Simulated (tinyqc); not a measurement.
Inside a calculation: temperature and isotope dependence of a band gap in oscillator models. Values are carried at full precision from step to step, so a last printed digit may differ when a step is redone from the rounded ones.

E(T) = E0 - sum_i sl_i th_i n_i(T), n = 1/(exp(th/T) - 1). The same coupling lowers the gap at 0 K by the zero-point term ZP = sum_i sl_i th_i/2, so the gap of the static lattice is E0 + ZP. Thermal expansion is taken as part of the slopes.

Parameters, chosen for this exercise (near those of diamond; not measured data): E0 = 5.471 eV (gap at 0 K); th = (477, 1624) K (temperatures of two oscillators); sl = (0.1808, 0.3672) meV/K (their high-temperature slopes); T = 300 K (temperature); M = 11.99 u (mean atomic mass); dM = -1.2 u (change of the mean mass (not bounded by the natural isotopes)); T12 = (980, 1930) K (temperatures of the fits).

## The gap at T

Give the occupations, the two terms, the gap, ZP and the static gap.

n_i: 0.25616  0.00448

terms (meV): 22.092  2.670

E(T) = 5.4462 eV
ZP = 341.29 meV
static gap = 5.8123 eV

The thermal fall, 24.8 meV, is smaller than the zero-point term, 341.3 meV; the soft oscillator supplies 89 % of the fall but 13 % of ZP. A calculation with clamped ions should be compared with the static gap.

## Slope and asymptote

dE/dT = -sum sl_i (th_i/T)^2 n_i (1 + n_i). At high T, n -> T/th - 1/2, so E -> E0 + ZP - (sum sl_i) T. Give the slope, its ratio to the limit, and the value at 0 K of the tangent drawn at T.

dE/dT = -0.1955 meV/K
ratio to the limiting slope = 0.3567
intercept of the tangent = 5.5049 eV
intercept - E0 = 33.88 meV

The tangent recovers 10 % of ZP: the extrapolation works only from T well above the higher oscillator (1624 K).

## Isotope effect

With M -> M + dM the oscillator temperatures scale as M^(-1/2) and the slopes stay. Give th, ZP, E0 (static gap fixed) and E(T) for the new mass, and the linear rule dE0 = ZP dM/(2 M).

th (K): 502.83  1711.93

ZP = 359.765 meV
shift of E0 = -18.478 meV
linear rule = -17.079 meV
shift of E(T) = -16.738 meV

The lighter crystal has the narrower gap. At 300 K 91 % of the shift at 0 K is left; it fades at high T, where the motion is classical and the mean-square amplitude no longer depends on mass.

## Two common fits

Two-parameter forms are made to pass through the falls at the two temperatures T12: Varshni aV T^2/(T + bV), from the line T^2/fall = (T + bV)/aV; one oscillator s1 t1/(exp(t1/T) - 1), with t1 from the ratio of the falls.

Give the falls and the parameters.

falls (meV): 278.0494  759.4573

aV = 0.6549 meV/K
bV = 1282 K
t1 = 1138.5 K
s1 = 0.5362 meV/K
ZP of the one-oscillator fit = 305.2 meV

The limiting slope of the model is 0.5480 meV/K; Varshni puts it +20 % off and one oscillator -2 %. The ZP of the fit differs from the true one by -36.1 meV.

## Checks

- Slope by finite differences against the formula (meV/K): both 0.19547.
- Fall at 20 times the higher oscillator temperature against the asymptote (meV): 17460 against 17458.

Program tinyqc; command `OMP_NUM_THREADS=1 python tinyqc.py 1850775 1850776 out.jsonl`; about 0.01 s on one thread of a shared Intel(R) Xeon(R) Processor @ 2.30GHz.
